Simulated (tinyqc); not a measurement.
MOS capacitor on a p-type substrate, surface potential from the exact charge relation: one step of the calculation.

Uniform p-type substrate, Boltzmann statistics, full ionisation, classical densities. psi is the surface potential against the body (positive when the bands bend down) and u = psi/Vt. Traps are spread evenly over the gap and neutral at flat band, so their charge is -q Dit psi; the minority quasi-Fermi level is shifted by Vb.

Task. Newton step for the surface potential. u = psi/Vt; F^2 = exp(-u) + u - 1 + r (exp(u) - u - 1); Qs = -sign(u) Q0 F; Cs = -dQs/dpsi = (Q0/Vt) |1 - exp(-u) + r (exp(u) - 1)|/(2 F). f = Vfb + psi + (q Dit psi - Qs)/Cox - Vg, f' = 1 + (Cs + q Dit)/Cox, psi(new) = psi - f/f'.

Parameters, values chosen for the exercise; band and dielectric values those of a made-up semiconductor: temperature T = 325 K; density of interface traps Dit = 1.6e12 cm^-2 eV^-1; gate voltage against the body Vg = 1.84 V.

Constants: q = 1.602176634e-19 C, kB = 1.380649e-23 J/K, Vt = kB T/q. Results are converted to the units shown.

psi after iteration 1 = 1.0533264 V
Cox = 0.42111381 uF/cm^2
Vfb = -0.31205008 V
Q0 = 5.4221752 nC/cm^2
r = 1.4372100e-11

Find: u; F; Qs; Cs; f; f'; psi after iteration 2.

Result.

u = 37.61
F = 556.9
Qs = -3019 nC/cm^2
Cs = 53.90 uF/cm^2
f = 6.713 V
f' = 129.6
psi after iteration 2 = 1.002 V

Program tinyqc, `OMP_NUM_THREADS=1 python tinyqc.py 2060061 2060062 out.jsonl`; Intel Xeon 2.30GHz, shared host, one thread, about 0.01 s.
